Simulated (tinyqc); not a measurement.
Implant damage, amorphisation by cascade overlap, and solid-phase epitaxial regrowth: one step, computed by the program tinyqc. Command: `OMP_NUM_THREADS=1 python tinyqc.py 3111858 3111859 out.jsonl sper walk`. One thread of a shared host (Intel(R) Xeon(R) Processor @ 2.30GHz), about 0.01 s of CPU time with the checks.

Range and width of the damage are inputs. Dynamic annealing enters only through the surviving share f.

Task: Isothermal regrowth. v = v0 x orientation factor x exp(-E_a/(k_B T)) x [1 + (enhancement - 1) exp(-(z - R_d)^2/(2 s_d^2))], T = anneal temperature + 273.15 K; the dopant is taken to follow the damage profile; the lower front moves from the lower edge z2 to the surface, or to the middle (z1 + z2)/2 of a buried layer with upper edge z1; time = int dz/v; the equivalent undoped distance is that time times the undoped velocity.

Inputs (values chosen for the exercise, modelled on antimony ions in germanium):
```
quantity                           value  unit
depth of the damage peak R_d          61    nm
width of the damage profile s_d       39    nm
regrowth prefactor v0            2.2e+16  nm/s
regrowth energy E_a                 2.13    eV
anneal temperature                   505     C
rate relative to (100)              0.04     -
peak enhancement by the dopant        10     -
```

lower edge = 175.0719 nm

upper edge = 0 nm

Constants: k_B = 8.617333262e-05 eV/K.

Give: undoped velocity; distance to regrow; time without enhancement; equivalent undoped distance; time with enhancement.

Result:

undoped velocity = 14.102 nm/s

distance to regrow = 175.07 nm

time without enhancement = 12.414 s

equivalent undoped distance = 49.035 nm

time with enhancement = 3.4771 s

The rate doubles for each 17 K or so near this temperature. Caution: regrowth on (111) is not only slow but leaves twins, which a single velocity does not describe.
